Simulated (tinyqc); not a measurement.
From results to parameters: Hubbard dimer. Computed by the program tinyqc.

Problem. A two-site Hubbard model with two electrons has its ground state at (U - sqrt(U^2 + 16 t^2))/2, the triplet at 0 and the odd ionic singlet at U. Find t, U and the double occupancy per site.

singlet-triplet splitting = 1.457787 eV
gap from the ground state to the ionic odd singlet = 2.967787 eV

Solution. The difference of the two gaps is U and their product is 4 t^2; the double occupancy per site is (1 - U/sqrt(U^2 + 16 t^2))/4.

t, U (eV): 1.0400  1.5100
double occupancy per site = 0.165
